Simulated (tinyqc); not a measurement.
Trap in a gate oxide as a short-range spherical well: one step. Peak of the photo-ionisation cross-section. Two cases, with inputs chosen for the exercise.

Task: The maximum lies at x = 2. Give the photon energy, its wavelength and sigma there.

Lucovsky model (delta well, plane-wave final states, no local-field factor): sigma = (32 pi alpha c/(3 n_r m Et)) (x - 1)^(3/2)/x^3, x = h nu/Et, c = hbar^2/2m0; 1 angstrom^2 = 1e-16 cm^2.

Constants: hbar^2/2m0 = 3.80998211 eV angstrom^2; fine-structure constant alpha = 0.007297352564; hc = 1239.841984 eV nm.

Case 1.

Values chosen (out of a larger set: near those of SiO2 on 4H SiC; not measured data): m = 0.466 m0 (mass); n_r = 1.47 (refractive index).

Et = 2.966611 eV

Case 2.

Values chosen (out of a larger set: near those of Al2O3 on GaAs; not measured data): m = 0.313 m0 (mass); n_r = 1.75 (refractive index).

Et = 1.400402 eV

Give: h nu; wavelength; sigma.

Result:

Case 1.

h nu = 5.933 eV
wavelength = 209 nm
sigma = 5.73 x 1e-18 cm^2

With 23 % of the state outside the well the delta-well form is only a rough model of this centre.

Case 2.

h nu = 2.801 eV
wavelength = 443 nm
sigma = 15.2 x 1e-18 cm^2

With 47 % of the state outside the well the delta-well form is only a rough model of this centre.

Computed by tinyqc, one run a case: `OMP_NUM_THREADS=1 python tinyqc.py N N+1 out.jsonl` with N = 1280089, 1280339; one thread of a shared Intel(R) Xeon(R) Processor @ 2.30GHz, about 0.01 s a run at most.
